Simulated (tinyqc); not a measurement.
Inside a calculation. Model: kinetic Monte Carlo and master equation for a particle on a ring of sites with traps and bias. Computed by tinyqc, a small Python program that keeps every step. Command: `OMP_NUM_THREADS=1 python tinyqc.py 3013457 3013458 out.jsonl kmc walk`. One thread of a shared host (Intel(R) Xeon(R) Processor @ 2.30GHz), about 0.06 s of CPU time with the checks. Intermediate numbers are printed to about 5 digits and carried at full precision; extremes and crossings named in words are read from the listed rows.

7 sites on a ring, numbered 1 to 7. The saddle between i and i+1 lies at E0 + s b_i and site i at s eps_i; a force F tilts the landscape, with the saddle half-way.

Inputs (values chosen for the exercise, for a model defect):

| quantity | value | unit |
|---|---|---|
| reference barrier E0 | 0.73 | eV |
| scale factor s of the disorder | 1 | - |
| attempt frequency nu | 4.4 | THz |
| temperature T | 750 | K |
| site spacing a | 3.1 | angstrom |
| force F along the ring | 0.00043 | eV/angstrom |
| seed of the random numbers | 637629 | - |

Disorder: site traps.

site energies eps_i (eV): -0.085  0  -0.18  -0.053  -0.057  0  0

saddle shifts b_i between sites i and i+1 (eV): 0  0  0  0  0  0  0

Constants: k_B = 8.617333262e-05 eV/K.

## Rate table

Rates: k(i to i+1) = nu exp(-(E0 + s b_i - s eps_i - F a/2)/(k_B T)), k(i to i-1) = nu exp(-(E0 + s b_(i-1) - s eps_i + F a/2)/(k_B T)). Share right = k right/(k right + k left); mean stay = 1/(k right + k left).

Rates, shares of right hops and mean stays:

| site | k right (1/s) | k left (1/s) | share right | mean stay (s) |
|---|---|---|---|---|
| 1 | 1.4838e+07 | 1.4535e+07 | 0.50516 | 3.4045e-08 |
| 2 | 5.5277e+07 | 5.4149e+07 | 0.50516 | 9.1386e-09 |
| 3 | 3.4119e+06 | 3.3423e+06 | 0.50516 | 1.4806e-07 |
| 4 | 2.4345e+07 | 2.3848e+07 | 0.50516 | 2.0750e-08 |
| 5 | 2.2884e+07 | 2.2416e+07 | 0.50516 | 2.2075e-08 |
| 6 | 5.5277e+07 | 5.4149e+07 | 0.50516 | 9.1386e-09 |
| 7 | 5.5277e+07 | 5.4149e+07 | 0.50516 | 9.1386e-09 |

The particle stays longest on site 3, 16.2 times as long as on the quickest site.

## Twelve steps of the residence-time algorithm

Random numbers:

| step | r1 | r2 |
|---|---|---|
| 1 | 0.5583 | 0.5765 |
| 2 | 0.6098 | 0.6964 |
| 3 | 0.1263 | 0.4254 |
| 4 | 0.6218 | 0.1781 |
| 5 | 0.7989 | 0.8946 |
| 6 | 0.7398 | 0.2718 |
| 7 | 0.5653 | 0.9833 |
| 8 | 0.3056 | 0.5313 |
| 9 | 0.3786 | 0.0891 |
| 10 | 0.0619 | 0.4058 |
| 11 | 0.0983 | 0.4373 |
| 12 | 0.3036 | 0.2149 |

Start on site 1 at t = 0. Hop right if r1 is below the share right, else left; advance the clock by -ln(r2) times the mean stay.

Trajectory:

| step | site | hop | wait (s) | clock (s) | net hops |
|---|---|---|---|---|---|
| 1 | 1 | left | 1.8751e-08 | 1.8751e-08 | -1 |
| 2 | 7 | left | 3.3066e-09 | 2.2058e-08 | -2 |
| 3 | 6 | right | 7.8110e-09 | 2.9869e-08 | -1 |
| 4 | 7 | left | 1.5768e-08 | 4.5637e-08 | -2 |
| 5 | 6 | left | 1.0178e-09 | 4.6655e-08 | -3 |
| 6 | 5 | left | 2.8757e-08 | 7.5411e-08 | -4 |
| 7 | 4 | left | 3.4945e-10 | 7.5761e-08 | -5 |
| 8 | 3 | right | 9.3635e-08 | 1.6940e-07 | -4 |
| 9 | 4 | right | 5.0174e-08 | 2.1957e-07 | -3 |
| 10 | 5 | right | 1.9909e-08 | 2.3948e-07 | -2 |
| 11 | 6 | right | 7.5588e-09 | 2.4704e-07 | -1 |
| 12 | 7 | right | 1.4051e-08 | 2.6109e-07 | 0 |

## Steady state

Master equation dP/dt = W P, W_(i+1,i) = k right, W_(i-1,i) = k left, columns summing to zero. The steady state is its null vector; drift v = a sum P_i (k right - k left). D = a^2 lambda''(0)/2, where lambda(q) is the leading eigenvalue of W with right hops weighted by exp(q) and left hops by exp(-q). The slowest relaxation rate is minus the real part of the next eigenvalue of W. 1 angstrom = 1e-8 cm.

occupations P_i: 0.13492  0.03622  0.58673  0.08223  0.08748  0.03622  0.03622

drift velocity v = 0.0088679 cm/s

diffusivity D = 1.3336e-08 cm^2/s

slowest relaxation rate = 9.4969e+06 1/s

With equal saddles the steady current leaves the occupations at their Boltzmann values exp(-s eps_i/(k_B T))/Z.

## Closed form at zero force

At zero force D0 = a^2 nu exp(-E0/(k_B T)) / [<exp(-s eps/(k_B T))> <exp(s b/(k_B T))>], with means over the ring; Einstein relation v = D0 F/(k_B T); 1 angstrom = 1e-8 cm.

zero-force diffusivity D0 = 1.3328e-08 cm^2/s

D0 over the value without disorder = 0.25351

Einstein drift = 0.0088678 cm/s

F a/(k_B T) = 0.021; the true drift is 1.0000 times the Einstein value.

## Sampled drift against the exact one

400 independent walkers start on sites drawn with weights P_i (k right + k left), the steady shares of hops (random numbers not printed); the estimate is total displacement over total time, with its standard error from the spread between walkers.

Drift from sampling:

| hops per walker | estimate (cm/s) | standard error (cm/s) | deviation in standard errors |
|---|---|---|---|
| 10 | 0.014392 | 0.014073 | 0.39253 |
| 30 | 0.008296 | 0.007592 | -0.07532 |
| 100 | 0.009070 | 0.004278 | 0.04725 |
| 300 | 0.009994 | 0.002324 | 0.48468 |
| 1000 | 0.007942 | 0.001326 | -0.69844 |
| 3000 | 0.009100 | 0.000781 | 0.29735 |

The exact drift is 0.008868 cm/s. The standard error falls by a factor 3.23 from 100 to 1000 hops (sqrt10 = 3.16), and in the last row it is 8.8 % of the drift: a weak force is hard to see under thermal hops, which is why such runs use the Einstein relation instead.

Checks made by the program: closed form against the master equation at zero force (relative difference 5e-06).
